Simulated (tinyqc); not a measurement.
Mobility of a non-polar semiconductor in the relaxation-time approximation: one step, computed by the program tinyqc.

Each valley is treated as a sphere of mass m_d for states and rates, with one isotropic relaxation time; the conductivity mass m_c sets the current.

Question. Fermi level and screening. Kane band: hbar^2 k^2/(2 m) = E (1 + alpha E), speed v = hbar k/(m (1 + 2 alpha E)), states per spin, volume and energy g(E) = m k (1 + 2 alpha E)/(2 pi^2 hbar^2); overlap factors are set to 1. Here m = m_d. Masses are multiplied by m_0 and all formulas are in SI units. The reduced Fermi level eta = E_F/(k_B T) solves n = 2 Z int g f dE with f = 1/(1 + exp(x - eta)) (Z = 1 unless valleys are given); screening length L_s = sqrt(eps_s eps_0 k_B T/(e^2 dn/deta)), dn/deta = 2 Z int g f (1 - f) dE. Integrals over x = E/(k_B T) use 160 Gauss-Legendre points in u = sqrt(x) from 0 to sqrt(max(eta, 0) + 32).

Inputs (values chosen for the exercise, modelled on electrons in silicon):
```
quantity,value,unit
equivalent valleys Z,6,-
non-parabolicity alpha,0.5,1/eV
static permittivity eps_s,11.7,-
carrier density n,4.9e+15,1/cm^3
temperature T,77,K
```

Band: Kane. Impurity formula: Brooks-Herring. Further scattering: none.

density-of-states mass m_d = 0.3163363 m_0

Constants: k_B = 8.617333262e-05 eV/K; m_0 = 9.1093837015e-31 kg; e = 1.602176634e-19 C; hbar = 1.054571817e-34 J s; eps_0 = 8.8541878128e-12 F/m; k_B = 1.380649e-23 J/K.

Give: reduced Fermi level eta; screening length L_s.

Answer.

reduced Fermi level eta = -6.578

screening length L_s = 29.60 nm

The gas is non-degenerate (eta < -2), and L_s is close to the Debye length.
